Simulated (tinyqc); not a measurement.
What an interlayer buys: scattering of inversion-layer electrons by surface optical phonons of the gate insulator (remote phonon scattering). Computed by tinyqc, a small Python program. Command: `OMP_NUM_THREADS=1 python tinyqc.py 3110235 3110236 out.jsonl sophonon walk`. One thread of a shared host (Intel(R) Xeon(R) Processor @ 2.30GHz), about 0.02 s of CPU time with the checks.

One subband with the Fang-Howard envelope; insulator and channel are half-spaces, the gate is far away, and an interlayer only moves the polar surface away by t (its own modes and its permittivity contrast are left out).

Inputs (values chosen for the exercise, modelled on HfO2 on silicon):
```
quantity                                   value        unit
static constant of the insulator eps_0s     21.5           -
intermediate constant eps_i                 6.57           -
optical constant eps_inf                    5.09           -
hbar omega_TO1                              12.5         meV
hbar omega_TO2                              47.6         meV
constant of the channel eps_s               11.7           -
in-plane mass m                            0.192         m_0
valleys g_v                                    2           -
sheet density n                          6.8e+12      1/cm^2
mean distance of the electrons z0 = 3/b      2.2          nm
interlayer thickness t                       1.3          nm
temperature T                                350           K
mobility from other processes                680  cm^2/(V s)
```

Screening by the channel electrons: static.

Constants: k_B = 8.617333262e-05 eV/K; hbar^2/(2 m_0) = 3.80998212 eV angstrom^2; e^2/(4 pi eps_0) = 14.39964548 eV angstrom; hbar = 6.582119569e-16 eV s; e = 1.602176634e-19 C; m_0 = 9.1093837015e-31 kg.

Method:
- eps(w) = eps_inf + (eps_0s - eps_i) w1^2/(w1^2 - w^2) + (eps_i - eps_inf) w2^2/(w2^2 - w^2). Surface modes solve eps(w) + eps_s = 0, a quadratic in w^2; the strength of a mode is g = 2/(w d eps/dw).
- Occupation N = 1/(exp(hbar w/(k_B T)) - 1).
- Density of states D = g_v m/(pi hbar^2); eta = E_F/(k_B T) = ln(exp(n/(D k_B T)) - 1); screening wave number q_s = e^2 D/(2 eps_0 eps_avg) x 1/(1 + exp(-eta)), eps_avg = (eps_s + eps_inf)/2; b = 3/z0.
- For a mode of strength g, without the occupation factor, Area x |M(q)|^2 = e^2 hbar w g/(2 eps_0 q) x (b/(b + q))^6 exp(-2 q t) / (1 + (q_s/q) H(q))^2, H = (1 + 9 x/8 + 3 x^2/8)/(1 + x)^3, x = q/b.
- Approximate momentum relaxation rate, taking tau v alike in the initial and final states: 1/tau = (m/(2 pi hbar^3)) sum over modes and over absorption (N, E' = E + hbar w) and emission (N + 1, E' = E - hbar w > 0) of [(1 - f(E'))/(1 - f(E))] int_0^(2 pi) Area |M(q)|^2 (1 - cos theta) d theta, q^2 = k^2 + k'^2 - 2 k k' cos theta, f the Fermi function; 48 midpoints in theta from 0 to pi.
- mu = (e/m) int tau E f (1 - f) dE/(k_B T int f dE), by 300 midpoints from 0 to (max(eta, 0) + 14) k_B T; Matthiessen sum with the other processes.

hbar omega_SO (meV): 1 16.8071, 2 49.7815

strengths g: 1 0.0240398, 2 0.0053990

occupations N: 1 1.34072, 2 0.23754

b = 1.36364 1/nm

q_s = 1.30482 1/nm

eta = 1.12418

Against the interlayer thickness:
```
t (nm)  remote-phonon mobility (cm^2/(V s))  total (cm^2/(V s))
0.0                              1.0783e+04              639.66
0.3                              1.9097e+04              656.62
0.6                              3.2524e+04              666.07
1.0                              6.1877e+04              672.61
1.5                              1.2490e+05              676.32
2.0                              2.2920e+05              677.99
3.0                              6.2577e+05              679.26
```

What follows from these numbers?

1 nm of interlayer raises the remote-phonon mobility by a factor 5.74, as exp(2 q t) with an effective q of 0.87 per nm; between 2 and 3 nm the effective q is 0.50. The total goes from 640 to 673 over the first nanometre.

Extremes, crossings and ranges named in words are read from the listed rows.
